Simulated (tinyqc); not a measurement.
Choosing the offset: vacuum evaporation: vapour pressure, source flux, thickness distribution, purity and step coverage. Computed by tinyqc, a small Python program. Command: `OMP_NUM_THREADS=1 python tinyqc.py 3113358 3113359 out.jsonl evap walk`. One thread of a shared host (Intel(R) Xeon(R) Processor @ 2.30GHz), about 0.01 s of CPU time with the checks.

Molecular flow, unit sticking of the metal, no re-evaporation. The background gas is taken as water vapour (18.015 g/mol, collision diameter 0.37 nm) at 300 K.

Inputs (values chosen for the exercise, modelled on gold, with constants for the liquid): directionality n = 4; source-to-wafer distance h = 40 cm; wafer radius R = 5 cm.

Method. Rotating wafer, source offset by s and facing upwards: thickness at radius r is the mean over the angle a of (1 + (r^2 + s^2 - 2 r s cos a)/h^2)^(-(n + 3)/2), by 360 equal steps; non-uniformity (max - min)/(max + min) over 21 radii from 0 to R. The curvature at the centre vanishes at s/h = sqrt(2/(n + 3)).

Against the offset:
```
s/h  centre thickness  edge over centre  non-uniformity (%)
0.0            1.0000            0.9472              2.7126
0.2            0.8717            0.9576              2.1674
0.4            0.5948            0.9819              0.9142
0.5            0.4579            0.9950              0.2485
0.6            0.3409            1.0070              0.3492
0.7            0.2477            1.0170              0.8438
0.8            0.1770            1.0248              1.2248
0.9            0.1254            1.0304              1.4984
1.1            0.0623            1.0363              1.7851
```

What follows from these numbers?

The best row, s/h = 0.5, has 0.25 % against 2.7 % on the axis, at the price of a rate lower by a factor 2.18; the small-wafer optimum is sqrt(2/(n + 3)) = 0.53.

Extremes, crossings and ranges named in words are read from the listed rows.
